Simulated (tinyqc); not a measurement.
Barrier height: exchange-split free-electron bands and tunnelling magnetoresistance.

Majority and minority bands E = c k^2/m -/+ Dx/2, c = hbar^2/2m0, so k_up = sqrt(m (EF + Dx/2)/c), k_dn = sqrt(m (EF - Dx/2)/c); n_s = k_s^3/(6 pi^2), D_s = m k_s/(4 pi^2 c).

Barrier: kappa = sqrt(mb phi/c), c = hbar^2/2m0. With a = k1/m, b = k2/m, w = kappa/mb, the transmission at normal incidence is T(k1, k2) = 4 a b w^2/[w^2 (a + b)^2 + (w^2 + a^2)(w^2 + b^2) sinh^2(kappa d)]. Parallel: G_P = T(up, up) + T(dn, dn); antiparallel: G_AP = 2 T(up, dn); TMR = (G_P - G_AP)/G_AP. Julliere: TMR = 2 P^2/(1 - P^2). Slonczewski factor: P_eff = P_k (w^2 - a_up a_dn)/(w^2 + a_up a_dn), P_k = (k_up - k_dn)/(k_up + k_dn).

Constants: hbar^2/2m0 = 3.80998211 eV angstrom^2.

Inputs chosen for the exercise:
- EF = 3.92 eV (Fermi energy above the mean band bottom)
- Dx = 3.19 eV (exchange splitting)
- m = 1.22 m0 (mass in the electrodes)
- mb = 0.64 m0 (mass in the barrier)
- d = 16.8 angstrom (barrier thickness)

Results:
```
phi (eV)  w (1/angstrom)    P_eff  TMR (%)       G_P
0.20               0.286  -0.1717     6.04   0.00615
0.40               0.405  -0.1380     3.88  0.000773
0.70               0.536  -0.0972     1.91  6.16e-05
1.0                0.640  -0.0649     0.85  7.33e-06
1.5                0.784  -0.0238     0.11  3.58e-07
2.0                0.906   0.0067     0.01  2.66e-08
4.0                1.281   0.0767     1.18  7.39e-12
6.0                1.569   0.1112     2.51  1.29e-14
10                 2.025   0.1454     4.32  5.30e-19
```

Give the missing row, phi (eV) = 3.0.

Computed row:
```
phi (eV)  w (1/angstrom)   P_eff  TMR (%)       G_P
3.0                1.109  0.0489     0.48  3.19e-10
```

P_eff vanishes where w^2 = a_up a_dn, at phi = 1.88 eV, inside the table; the lowest TMR listed is 0.01 % at 2 eV. TMR is 6.0 % at the lowest barrier and 4.3 % at the highest, against 9.5 % for Julliere with P_k; P_eff tends to +P_k for very high barriers and to -P_k for very low ones. G_P falls by 16.1 decades.

Computed by tinyqc, a small Python program: `OMP_NUM_THREADS=1 python tinyqc.py 1682191 1682192 out.jsonl` (the numbers bound the seed that draws the inputs); one thread of a shared host (Intel(R) Xeon(R) Processor @ 2.30GHz), about 0.01 s for the whole set of steps.
